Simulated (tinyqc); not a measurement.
# Time-dependent dielectric breakdown: cell percolation, Weibull statistics, area scaling and voltage extrapolation, step by step

A worked calculation. Computed by tinyqc, a small Python program that keeps every step. Command: `OMP_NUM_THREADS=1 python tinyqc.py 3018970 3018971 out.jsonl tddb walk`. One thread of a shared host (Intel(R) Xeon(R) Processor @ 2.30GHz), about 0.01 s of CPU time with the checks. Intermediate numbers are printed to about 6 digits and carried at full precision; extremes and crossings named in words are read from the listed rows.

The oxide is divided into columns of area a^2, each holding m = t_ox/a cells (m is taken as continuous). A share lambda(t) = (t/t_1)^alpha of the cells is defective, and a column whose cells are all defective breaks down.

Inputs (values chosen for the exercise, for a model gate oxide):

| quantity | value | unit |
|---|---|---|
| oxide thickness t_ox | 1.7 | nm |
| defect cell size a | 1 | nm |
| exponent alpha of defect growth | 0.9 | - |
| time t_1 at which the occupied share would reach 1 | 26000 | s |
| test area A | 0.03 | um^2 |
| product area A_u | 500000 | um^2 |
| stress voltage V | 2.43 | V |
| use voltage V_u | 1.4 | V |
| local exponent n = -d ln t/d ln V at the stress voltage | 27 | - |
| activation energy E_a | 0.57 | eV |
| stress temperature T | 175 | C |
| use temperature T_u | 55 | C |
| allowed failure fraction F | 0.0001 | - |

Voltage law used: E.

Constants: k_B = 8.617333262e-05 eV/K.

## Weibull parameters from the cell model

Failure fraction F = 1 - (1 - lambda^m)^N with N = A/a^2 columns, which for small lambda^m is 1 - exp(-(t/t63)^beta) with beta = alpha m and t63 = t_1 N^(-1/beta); critical share lambda(t63) = N^(-1/m). 1 um^2 = 1e6 nm^2.

cells per column m = 1.7

columns N = 30000

Weibull slope beta = 1.53

characteristic life t63 = 30.8142 s

critical share of defective cells = 0.00232487

Times between F = 10 % and 90 % span a factor 7.51: the smaller beta = alpha m, the wider the scatter. Caution: t_1 is an input here; in a real oxide it changes with thickness at fixed voltage.

## A sample of breakdown times

uniform random numbers u: 0.4460  0.9088  0.5876  0.2703  0.9835  0.1884  0.8450  0.0796  0.7184  0.8761

Each device fails at t = t63 (-ln(1 - u))^(1/beta). Sort the times; median rank F_i = (i - 0.3)/(n_s + 0.4) for n_s devices; W = ln(-ln(1 - F_i)).

Weibull plot:

| i | t (s) | F_i | ln t | W |
|---|---|---|---|---|
| 1 | 6.0546 | 0.067308 | 1.80081 | -2.66384 |
| 2 | 11.0677 | 0.163462 | 2.40403 | -1.72326 |
| 3 | 14.4863 | 0.259615 | 2.67321 | -1.20202 |
| 4 | 21.8406 | 0.355769 | 3.08377 | -0.82167 |
| 5 | 28.4654 | 0.451923 | 3.34869 | -0.50860 |
| 6 | 35.9737 | 0.548077 | 3.58279 | -0.23037 |
| 7 | 46.2980 | 0.644231 | 3.83510 | 0.03292 |
| 8 | 49.8612 | 0.740385 | 3.90924 | 0.29903 |
| 9 | 54.5289 | 0.836538 | 3.99873 | 0.59398 |
| 10 | 77.5473 | 0.932692 | 4.35089 | 0.99269 |

## Fitting the sample

W = ln(-ln(1 - F_i)) with the median ranks F_i. Least squares in W: W = beta ln t - beta ln t63. Maximum likelihood: solve sum t^b ln t/sum t^b - 1/b = mean of ln t for b, then t63 = (mean of t^b)^(1/b).

slope by least squares = 1.37919

t63 by least squares = 39.5678 s

slope by maximum likelihood = 1.64809

t63 by maximum likelihood = 38.7392 s

The true values are beta = 1.530 and t63 = 30.8 s. With 10 devices the standard error of the maximum-likelihood slope is about 0.78 beta/sqrt(n_s) = 0.38; the fits miss by -0.15 and +0.12, and t63 by +28 and +26 %.

## Projection to use conditions

All three voltage laws share the slope n at the stress voltage. Factor t(V_u)/t(V): E law exp(n (1 - V_u/V)); 1/E law exp(n (V/V_u - 1)); power law (V/V_u)^n. Temperatures in kelvin are T(C) + 273.15. Temperature factor exp[(E_a/k_B)(1/T_u - 1/T)]; area factor (A/A_u)^(1/beta); percentile factor (-ln(1 - F))^(1/beta); life = t63 x all four; 1 year = 3.15576e7 s.

voltage factor = 93381.1

temperature factor = 220.839

area factor = 1.90475e-05

percentile factor = 0.00243016

projected life = 9.32082e-07 years

Area and percentile together cost 7.3 decades, voltage and temperature return 7.3; a ten-year target is missed.

## Three voltage laws

Life = t63 x voltage, temperature, area and percentile factors, the last three as above.

Log10 of the life in years:

| V_u/V | V_u (V) | E law | 1/E law | power law |
|---|---|---|---|---|
| 1.00 | 2.4300 | -11.0008 | -11.0008 | -11.0008 |
| 0.95 | 2.3085 | -10.4145 | -10.3836 | -10.3993 |
| 0.90 | 2.1870 | -9.8282 | -9.6979 | -9.7654 |
| 0.80 | 1.9440 | -8.6556 | -8.0693 | -8.3842 |
| 0.70 | 1.7010 | -7.4830 | -5.9754 | -6.8185 |
| 0.60 | 1.4580 | -6.3104 | -3.1835 | -5.0109 |
| 0.50 | 1.2150 | -5.1378 | 0.7251 | -2.8730 |
| 0.40 | 0.9720 | -3.9652 | 6.5881 | -0.2564 |

At V_u/V = 0.9 the laws differ by 0.13 decades at most, and at 0.5 by 5.9. The E law is the most cautious and the 1/E law the most hopeful. Caution: the rows at low voltage extrapolate over many decades and cannot be tested.

Checks made by the program: Weibull form against the exact column count at t63 (relative difference 1e-05).
